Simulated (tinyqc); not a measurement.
## Inductance and parasitic capacitance from two readings

Question. A loss-free coil L in parallel with C shows the apparent inductance L/(1 - w^2 L C), w = 2 pi f. Find L, C and the self-resonance 1/(2 pi sqrt(L C)).

apparent inductance at 9.2 and 14 GHz (nH): 2.0776306  3.4214248

Solution. The inverse of the reading is 1/L - w^2 C, a straight line in w^2.

L = 1.600 nH
C = 43.00 fF
self-resonance = 19.19 GHz

Program tinyqc, `OMP_NUM_THREADS=1 python tinyqc.py 2302059 2302060 out.jsonl`; Intel Xeon 2.30GHz, shared host, one thread, about 0.01 s.
